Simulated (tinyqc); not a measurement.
## Hot electrons in a saturated n-channel MOSFET, lucky-electron model: effect of the resistance of the lightly doped drain

Beyond pinch-off the lateral field grows as Esat cosh(y/l) over the velocity-saturated region (pseudo-two-dimensional model). Impact ionisation in this region gives the substrate current, which biases the body forward through Rsub. Currents are per width. Local-field laws: they overstate ionisation when the field peak is narrower than an energy relaxation length.

Cox = 3.9 eps0/tox, l = sqrt(3 tox xj), Esat = 2 vs/mu. Overdrive g = Vg - VT + kb Vb; Vdsat = g Esat L/(g + Esat L); Id = Cox vs (g - Vdsat); dV = Vd - Id Rd - Vdsat; Em = sqrt((dV/l)^2 + Esat^2); Isub = Id (Ai/Bi) l Em exp(-Bi/Em). Vb = Rsub Isub is solved self-consistently. Lifetime tau = (Hl/Id)(Isub/Id)^(-m); 1 year = 3.15576e7 s.

Inputs (values chosen for the exercise); values close to those of silicon n-channel devices: channel length L = 0.8 um; oxide thickness tox = 20 nm; junction depth xj = 250 nm; threshold VT = 0.63 V; effective mobility mu = 360 cm^2/(V s); saturation velocity vs = 7.8e6 cm/s; ionisation prefactor Ai = 2e6 1/cm; ionisation field Bi = 1.85 MV/cm; substrate resistance Rsub = 2300 ohm um; fall of VT per volt of forward body bias kb = 0.43; lifetime exponent m = 2.8; lifetime constant Hl = 49000 s uA/um; drain voltage Vd = 3.8 V; gate voltage Vg = 2.2 V.

Constants: eps0 = 8.8541878128e-14 F/cm where lengths are in cm. Results are converted to the units shown.

Effect of the resistance of the lightly doped drain:

| Rd (ohm um) | Id (uA/um) | Em (MV/cm) | Isub (uA/um) | Isub/Id | tau (years) |
|---|---|---|---|---|---|
| 0 | 65.91 | 0.2262 | 0.05544 | 8.412e-4 | 9603 |
| 150 | 65.91 | 0.2254 | 0.05369 | 8.145e-4 | 1.051e4 |
| 300 | 65.91 | 0.2246 | 0.05197 | 7.885e-4 | 1.151e4 |
| 500 | 65.91 | 0.2236 | 0.04975 | 7.549e-4 | 1.301e4 |
| 800 | 65.91 | 0.2220 | 0.04657 | 7.066e-4 | 1.565e4 |
| 1200 | 65.91 | 0.2199 | 0.04258 | 6.460e-4 | 2.011e4 |
| 1600 | 65.91 | 0.2178 | 0.03887 | 5.898e-4 | 2.596e4 |

What does the comparison show?

As Rd goes from 0 to 1600 ohm um, Em falls from 0.226 to 0.218 MV/cm, Isub falls from 0.0554 to 0.0389 uA/um and tau rises from 9600 to 26000 years. From the first row to the last, log10(tau) changes by 0.43: 0.43 from (Isub/Id)^(-m), which holds Em and l, and under 0.005 from 1/Id. The price is 0.105 V dropped over Rd in the last row. In every row tau is a far extrapolation that only says that hot carriers are no limit.

Computed by the program tinyqc: `OMP_NUM_THREADS=1 python tinyqc.py 2550037 2550038 out.jsonl`, one thread of a shared Intel Xeon 2.30GHz, about 0.01 s for the whole run.
